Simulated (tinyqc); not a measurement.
# Undoped symmetric double-gate MOSFET, analytic potential model: two studies

An undoped body of thickness ts between two equal insulators and tied gates; long channel, electrons only, n = ni exp((psi - V)/Vt) with V the quasi-Fermi potential (0 at the source, Vd at the drain), constant mobility, no quantisation. Across the body psi(x) = V - 2 Vt ln[(ts/(2 beta)) sqrt(q ni/(2 eps0 eps_r Vt)) cos(2 beta x/ts)], x from the centre. Q is the electron charge per area of the whole body.

Values chosen for this exercise; material values close to those of silicon: temperature T = 300 K; band gap Eg = 1.11 eV; relative permittivity of the semiconductor eps_r = 11.9; conduction-band density of states at T Nc = 2.85e19 cm^-3; valence-band density of states at T Nv = 2.64e19 cm^-3; relative permittivity of the gate insulator eox = 7.28; insulator thickness tox = 4.3 nm; body thickness ts = 10 nm; gate work function less that of the intrinsic body dphi = 0.05 V; channel mobility mu = 230 cm^2/(V s); gate length L = 0.5 um; drain voltage Vd = 1 V.

Constants: q = 1.602176634e-19 C, kB = 1.380649e-23 J/K, Vt = kB T/q, eps0 = 8.8541878128e-14 F/cm where lengths are in cm. Results are converted to the units shown.

Each table varies one quantity; the others keep the values above.

## Output curve

ni = sqrt(Nc Nv) exp(-Eg/(2 Vt)), Eg in volts; r = eps_r tox/(eox ts); V0 = dphi + 2 Vt ln[(2/ts) sqrt(2 eps0 eps_r Vt/(q ni))]. beta (between 0 and pi/2) solves (Vg - V0 - V)/(2 Vt) = ln(beta) - ln(cos beta) + 2 r beta tan(beta). Q = 8 eps0 eps_r Vt beta tan(beta)/ts; I = mu (1/L)(4 eps0 eps_r/ts)(2 Vt)^2 [g(beta_s) - g(beta_d)] per width, g = beta tan(beta) - beta^2/2 + r beta^2 tan^2(beta), with beta_s at V = 0 and beta_d at V = Vd.

In this table Vg = 1.07 V.

Result of one run:

| Vd (V) | Qd (nC/cm^2) | Qd/Qs | I (uA/um) |
|---|---|---|---|
| 0.87 | 6.906e-4 | 5.148e-7 | 165.2 |

What becomes of these results when the drain voltage Vd is changed from 0.87 to 0.11 V, all else the same?

Result of the changed run:

| Vd (V) | Qd (nC/cm^2) | Qd/Qs | I (uA/um) |
|---|---|---|---|
| 0.11 | 1048 | 0.7813 | 60.43 |

The whole series:

| Vd (V) | Qd (nC/cm^2) | Qd/Qs | I (uA/um) |
|---|---|---|---|
| 0.11 | 1048 | 0.7813 | 60.43 |
| 0.21 | 789.2 | 0.5883 | 102.7 |
| 0.3 | 565.7 | 0.4217 | 130.7 |
| 0.4 | 334.2 | 0.2491 | 151.3 |
| 0.49 | 153.3 | 0.1143 | 161.2 |
| 0.58 | 31.28 | 0.02332 | 164.8 |
| 0.68 | 1.056 | 7.874e-4 | 165.2 |
| 0.78 | 0.02244 | 1.673e-5 | 165.2 |
| 0.87 | 6.906e-4 | 5.148e-7 | 165.2 |

The current rises from 60.4 to 165 uA/um, while the charge at the drain end falls from 0.78 to 5.1e-7 of that at the source. The current first comes within 1 % of its last value at Vd = 0.58 V among the rows. Over the last rows Qd falls by a factor of e for each Vt of drain voltage: the drain end is in weak inversion. In every row the surface density at the source passes 0.3 Nc, where Boltzmann statistics fail.

## Effect of the body thickness

Q = 8 eps0 eps_r Vt beta tan(beta)/ts; I = mu (1/L)(4 eps0 eps_r/ts)(2 Vt)^2 [g(beta_s) - g(beta_d)] per width, g = beta tan(beta) - beta^2/2 + r beta^2 tan^2(beta), with beta_s at V = 0 and beta_d at V = Vd.  I(low) is taken at Vg = 0.28 V, Qs and I(high) at Vg = 1.03 V.

Results:

| ts (nm) | V0 (V) | I(low) (nA/um) | Qs(high) (nC/cm^2) | I(high) (uA/um) |
|---|---|---|---|---|
| 3.3 | 0.5847 | 0.05983 | 1218 | 134.2 |
| 4.7 | 0.5664 | 0.08521 | 1226 | 137.0 |
| 9.1 | 0.5322 | 0.1650 | 1233 | 141.1 |
| 13 | 0.5138 | 0.2357 | 1235 | 142.6 |
| 18 | 0.4969 | 0.3263 | 1236 | 143.7 |
| 25 | 0.4800 | 0.4531 | 1237 | 144.6 |

Estimate the missing row, ts = 6.5 nm.

Computed row:

| ts (nm) | V0 (V) | I(low) (nA/um) | Qs(high) (nC/cm^2) | I(high) (uA/um) |
|---|---|---|---|---|
| 6.5 | 0.5496 | 0.1178 | 1230 | 139.2 |

With this row back in the table: As ts goes from 3.3 to 25 nm, I(low) rises from 0.0598 to 0.453 nA/um and I(high) rises from 134 to 145 uA/um. On average I(low) goes as ts^(1.00) and I(high) goes as ts^(0.04). Below threshold the charge is proportional to the cross-section of the body; above it the insulator sets the charge. In every row the surface density at the source at the higher gate voltage passes 0.3 Nc, where Boltzmann statistics fail. For ts = 3.3 to 6.5 nm the body is thin enough for quantum confinement, left out here, to raise the threshold.

Computed by the program tinyqc: `OMP_NUM_THREADS=1 python tinyqc.py 2440047 2440048 out.jsonl`, one thread of a shared Intel Xeon 2.30GHz, about 0.01 s for the whole run.
